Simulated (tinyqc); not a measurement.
# Short-channel transistor, virtual-source model with series resistance: two studies

The current per gate width is the charge at the top of the source barrier (the virtual source) times its velocity times a saturation function; al and be are fitting constants of the model. Units: I in uA/um, Rs in ohm um, so I Rs = 1e-6 I Rs in volts; Q in uC/cm^2, so I = 1e-4 Q vx0 Fsat with vx0 in cm/s.

Parameters, values chosen for the exercise: temperature T = 293 K; inversion capacitance Cinv = 3.49 uF/cm^2; velocity at the virtual source vx0 = 2.24e7 cm/s; apparent mobility mu = 89 cm^2/(V s); channel length L = 90 nm; threshold at zero drain voltage VT0 = 0.49 V; drain-induced barrier lowering dl = 0.083 V/V; subthreshold factor n0 = 1.56; growth of n with drain voltage nd = 0 1/V; threshold shift (in units of Vt) from weak to strong inversion al = 3.5; sharpness of saturation be = 1.8; series resistance of each contact Rs = 150 ohm um.

Constants: q = 1.602176634e-19 C, kB = 1.380649e-23 J/K, Vt = kB T/q. Results are converted to the units shown.

Each table varies one quantity; the others keep the values above.

## Effect of the drain-induced barrier lowering on the on and off currents

Intrinsic voltages Vg' = Vgs - I Rs, Vd' = Vds - 2 I Rs. n = n0 + nd Vd', VT = VT0 - dl Vd', Ff = 1/(1 + exp((Vg' - VT + al Vt/2)/(al Vt))), Q = Cinv n Vt ln(1 + exp((Vg' - VT + al Vt Ff)/(n Vt))), Vdsat = (vx0 L/mu)(1 - Ff) + Vt Ff, Fsat = u/(1 + u^be)^(1/be) with u = Vd'/Vdsat, and I = Q vx0 Fsat per width. I is solved self-consistently. Ion is I at Vgs = Vds = 0.9 V, Ioff at Vgs = 0, Vds = 0.9 V, and Rlin = Vds/I at Vgs = 0.9 V, Vds = 0.05 V.

Result of one run:
```
dl (V/V)	Ion (uA/um)	Ioff (nA/um)	log10(Ion/Ioff)	Rlin (ohm um)
0.2	862.5	974.3	2.947	1003
```

What becomes of these results when the drain-induced barrier lowering dl is changed from 0.2 to 0.12 V/V, all else the same?

Result of the changed run:
```
dl (V/V)	Ion (uA/um)	Ioff (nA/um)	log10(Ion/Ioff)	Rlin (ohm um)
0.12	801.5	168.6	3.677	1007
```

The whole series:
```
dl (V/V)	Ion (uA/um)	Ioff (nA/um)	log10(Ion/Ioff)	Rlin (ohm um)
0	698.9	11.30	4.791	1014
0.04	734.6	27.95	4.420	1012
0.08	768.8	68.88	4.048	1010
0.12	801.5	168.6	3.677	1007
0.16	832.7	408.7	3.309	1005
0.2	862.5	974.3	2.947	1003
0.24	891.1	2263	2.595	1000
0.28	918.5	5043	2.260	998.2
```

As dl goes from 0 to 0.28 V/V, Ion rises from 699 to 918 uA/um, Ioff rises from 11.3 to 5040 nA/um and Rlin falls from 1010 to 998 ohm um. Ion changes by a factor of 1.31 and Ioff by 446. The off current depends on it through an exponential, the on current about linearly. For dl = 0.24 to 0.28 V/V the off current passes 1 uA/um, so the device is hardly off at Vgs = 0.

## Output curve

Same model as above.

gds = dI/dVds, gm = dI/dVgs.

In this table Vgs = 0.9 V.

Results:
```
Vds (V)	I (uA/um)	Fsat	gds (uS/um)	gain gm/gds
0.1	98.28	0.03130	967.1	0.1673
0.2	193.4	0.06288	935.1	0.3397
0.3	285.3	0.09462	903.0	0.5179
0.5	459.5	0.1580	839.7	0.8930
0.6	542.0	0.1895	808.8	1.091
0.7	621.3	0.2206	778.8	1.295
0.8	697.7	0.2512	749.7	1.506
0.9	771.3	0.2812	721.6	1.724
```

Estimate the missing row, Vds = 0.4 V.

Computed row:
```
Vds (V)	I (uA/um)	Fsat	gds (uS/um)	gain gm/gds
0.4	374.0	0.1264	871.1	0.7022
```

With this row back in the table: The current rises from 98.3 to 771 uA/um as Fsat rises from 0.0313 to 0.281; gds falls from 967 to 722 uS/um. The gain ends at 1.72, against 1/dl = 12.0 for a current that depends on Vds through barrier lowering alone; it falls short because Fsat is still growing.

Numbers from tinyqc (`OMP_NUM_THREADS=1 python tinyqc.py 2380052 2380053 out.jsonl`; about 0.01 s on one thread of a shared Intel Xeon 2.30GHz).
